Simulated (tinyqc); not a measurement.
# Worked calculation: abrupt p-n junction, non-linear Poisson equation by Newton steps

Program tinyqc, `OMP_NUM_THREADS=1 python tinyqc.py 2000078 2000079 out.jsonl`; Intel Xeon 2.30GHz, shared host, one thread, about 0.03 s. Printed values are rounded; ~0 in a residual or rate marks an entry under 1e-11 of the largest of its column.

One dimension, p side on the left, n side on the right; net doping C = -Na for x < 0 and +Nd for x > 0. The potential psi is counted from the intrinsic level, and the quasi-Fermi potentials are flat: 0 for holes and -V for electrons, so n = ni exp((psi + V)/Vt) and p = ni exp(-psi/Vt) (Boltzmann statistics, full ionisation, no current).

Inputs (values chosen for the exercise); band and dielectric values those of a made-up semiconductor:

| symbol | value | unit | meaning |
|---|---|---|---|
| T | 273 | K | temperature |
| Eg | 3.43 | eV | band gap |
| eps_r | 9.53 |  | relative permittivity |
| Nc | 2.18e18 | cm^-3 | conduction-band density of states at T |
| Nv | 3.46e19 | cm^-3 | valence-band density of states at T |
| Na | 5e17 | cm^-3 | acceptor density of the p side |
| Nd | 7.1e15 | cm^-3 | donor density of the n side |
| V | 0 | V | bias of the p side against the n side |

Constants: q = 1.602176634e-19 C, kB = 1.380649e-23 J/K, Vt = kB T/q, eps0 = 8.8541878128e-14 F/cm where lengths are in cm. Results are converted to the units shown.

## Intrinsic density, end potentials and Debye lengths

ni = sqrt(Nc Nv) exp(-Eg/(2 Vt)), Eg in volts; psi_p = -Vt ln(Na/ni), psi_n = Vt ln(Nd/ni) - V; Debye length sqrt(eps0 eps_r Vt/(q N)).

ni = 1.89942e-13 cm^-3
psi_p = -1.64784 V
psi_n = 1.54775 V
Debye length, p side = 4.97793 nm
Debye length, n side = 41.7738 nm

## Net doping on the mesh

x, node 0 to 11 (nm): -49.4  -37.1  -26.6  -17.5  -9.64  -2.9  2.9  18.6  60.9  175  484  1320

C = -Na for x < 0 and +Nd for x > 0, taken at the nodes.

net doping C, node 0 to 11 (cm^-3): -5e17  -5e17  -5e17  -5e17  -5e17  -5e17  7.1e15  7.1e15  7.1e15  7.1e15  7.1e15  7.1e15

## Couplings between neighbouring nodes

a_i = eps0 eps_r/h_i for the interval from node i to i + 1, with h_i = x_(i+1) - x_i in cm.

coupling a_i, interval 0 to 10 (F/cm^2): 6.86020e-7  8.03623e-7  9.27257e-7  1.07354e-6  1.25193e-6  1.45483e-6  5.37455e-7  1.99481e-7  7.39530e-8  2.73076e-8  1.00934e-8

## Starting potential

psi_p = -Vt ln(Na/ni) on nodes with x < 0 and psi_n = Vt ln(Nd/ni) - V on the others.

psi at the start, node 0 to 11 (V): -1.64784  -1.64784  -1.64784  -1.64784  -1.64784  -1.64784  1.54775  1.54775  1.54775  1.54775  1.54775  1.54775

## Iteration 1: densities, residual and Jacobian diagonal

n_i = ni exp((psi_i + V)/Vt), p_i = ni exp(-psi_i/Vt), rho_i = p_i - n_i + C_i, g_i = (n_i + p_i)/Vt. Box widths w_i = (h_(i-1) + h_i)/2 in cm. Residual F_i = a_i (psi_(i+1) - psi_i) - a_(i-1) (psi_i - psi_(i-1)) + q rho_i w_i; Jacobian: a_(i-1) and a_i beside the diagonal, b_i = -a_(i-1) - a_i - q g_i w_i on it. The two end nodes are fixed.

```
node    n (cm^-3)    p (cm^-3)
0     7.21560e-44         5e17
1     7.21560e-44         5e17
2     7.21560e-44         5e17
3     7.21560e-44         5e17
4     7.21560e-44         5e17
5     7.21560e-44         5e17
6          7.1e15  5.08141e-42
7          7.1e15  5.08141e-42
8          7.1e15  5.08141e-42
9          7.1e15  5.08141e-42
10         7.1e15  5.08141e-42
11         7.1e15  5.08141e-42
```

```
node  residual F (C/cm^2)  diagonal b (F/cm^2)
1                      ~0          -5.37159e-6
2                      ~0          -5.06799e-6
3                      ~0          -4.88842e-6
4                      ~0          -4.81129e-6
5              4.64906e-6          -4.84184e-6
6             -4.64906e-6          -2.04427e-6
7                      ~0          -8.77163e-7
8                      ~0          -6.51563e-7
9                      ~0          -1.12419e-6
10                     ~0          -2.80567e-6
```

## Iteration 1: Newton step

Solve the tridiagonal system a_(i-1) d_(i-1) + b_i d_i + a_i d_(i+1) = -F_i for nodes 1 to 10, with d = 0 on fixed nodes. Half of the step is added while the largest |d| exceeds 1.5 Vt, the full step after that.

Newton step d, before damping, node 1 to 10 (V): 0.00035  0.00233  0.01244  0.05465  0.19936  -2.57912  -1.69950  -0.52423  -0.03449  -0.00034
psi after iteration 1, node 0 to 11 (V): -1.64784  -1.64767  -1.64668  -1.64162  -1.62052  -1.54816  0.25819  0.69800  1.28564  1.53051  1.54758  1.54775

## Course of the Newton iteration

Stop when the largest undamped |d| is below 1e-9 V, or after 80 iterations.

Course of the iteration:
```
iteration  largest |F| (C/cm^2)  largest |d| (V)  at node
1                       4.65e-6             2.58        6
2                       2.49e-6             1.86        7
3                       1.24e-6             1.43        9
4                       6.23e-7            0.791        9
5                       3.12e-7            0.395        9
6                       1.56e-7            0.197        9
7                       7.82e-8           0.0985        9
8                       3.91e-8           0.0489        9
9                       1.96e-8           0.0242        9
10                     1.30e-10          1.91e-4        6
11                     7.62e-14          1.30e-7        6
12                      < 1e-18          < 1e-12        6
```

Converged in 12 iterations. Once the step is below 0.1 Vt, 2 more iteration(s) reach the threshold: near the solution the error is roughly squared each time.

## Converged densities, field and charge

converged psi, node 0 to 11 (V): -1.64784  -1.64774  -1.64718  -1.64432  -1.63306  -1.60161  -1.54486  -1.39553  -1.00976  -0.08947  1.52157  1.54775

n and p as above; field E_i = -(psi_(i+1) - psi_i)/h_i on each interval; charge on either side of the peak Q = eps0 eps_r |E|max (Gauss).

```
node    n (cm^-3)    p (cm^-3)
0     7.21560e-44         5e17
1     7.24628e-44   4.97883e17
2     7.42285e-44   4.86040e17
3     8.38050e-44   4.30499e17
4     1.35259e-43   2.66733e17
5     5.14921e-43   7.00652e16
6     5.74631e-42   6.27846e15
7     3.28185e-39   1.09932e13
8     4.34234e-32    8.30842e5
9     4.23593e-15  8.51715e-12
10     2.33256e15  1.54671e-41
11         7.1e15  5.08141e-42
```

field E, interval 0 to 10 (kV/cm): -0.0812  -0.5394  -3.1370  -14.3276  -46.6605  -97.8451  -95.1143  -91.1987  -80.6565  -52.1371  -0.3132
peak |E| = 97.8451 kV/cm
charge Q = 82.5621 nC/cm^2

## Check against the exact first integral and the depletion approximation

ni = sqrt(Nc Nv) exp(-Eg/(2 Vt)), Eg in volts. Exact first integral for an abrupt junction with thick neutral sides: psi_p = -Vt ln(Na/ni), psi_n = Vt ln(Nd/ni) - V, psi_j = (Nd psi_n + Na psi_p - Vt (Nd - Na))/(Na + Nd) at the junction, n_j = ni exp((psi_j + V)/Vt), p_j = ni exp(-psi_j/Vt), and E_j^2 = (2 q/(eps0 eps_r)) [Nd (psi_n - psi_j - Vt) + Vt (n_j + p_j)] (minority densities of the neutral sides neglected). Depletion approximation: Vbi = Vt ln(Na Nd/ni^2), W = sqrt(2 eps0 eps_r (Vbi - V)(1/Na + 1/Nd)/q), xp = W Nd/(Na + Nd), xn = W Na/(Na + Nd), peak field 2 (Vbi - V)/W, capacitance eps0 eps_r/W.

psi_j = -1.58023 V
exact field at the junction = 92.8581 kV/cm
Vbi = 3.19559 V
W = 693.408 nm
peak field in the depletion approximation = 92.1706 kV/cm

The depletion approximation gives a peak field 0.74 % below the exact one, since carriers spilling over from the heavily doped side add charge next to the junction. The 12-node mesh above gave 97.85 kV/cm on the interval that holds the junction, 5.4 % above the exact value.
